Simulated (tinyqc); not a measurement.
Valence-band offset from core levels (Kraut method), with the dipole against the affinity rule: one step of the calculation.

Binding energies are counted downwards from the Fermi level. dEv > 0 means that the valence edge of B lies below that of A, dEc > 0 that the conduction edge of B lies above that of A; dEc + dEv = EgB - EgA. The spectra are made-up values treated as data.

Problem. Offsets. dEv = (iB - iA) - (cB - vB) + (cA - vA), dEc = EgB - EgA - dEv.

Inputs (values chosen for the exercise); gaps and affinities close to those of germanium (A) and silicon dioxide (B):
- EgA = 0.65 eV (gap of the substrate A)
- EgB = 9.08 eV (gap of the overlayer B)
- cA = 25.8 eV (core level of bare A)
- cB = 52.01 eV (core level of thick B)
- vB = 2.37 eV (valence-band maximum of thick B)
- iA = 25.49 eV (core level of A under a thin film of B)
- iB = 55.35 eV (core level of B in that thin film)

vA = 0.29 eV

Wanted: cA - vA; cB - vB; iB - iA; dEv; dEc.

Solution.

cA - vA = 25.510 eV
cB - vB = 49.640 eV
iB - iA = 29.860 eV
dEv = 5.7300 eV
dEc = 2.7000 eV

The alignment is type I (straddling). Both offsets exceed 1 eV, the usual requirement for a gate dielectric. A rigid shift of all levels, by charging or doping, cancels in the differences.

Program tinyqc, `OMP_NUM_THREADS=1 python tinyqc.py 2410173 2410174 out.jsonl`; Intel Xeon 2.30GHz, shared host, one thread, about 0.01 s.
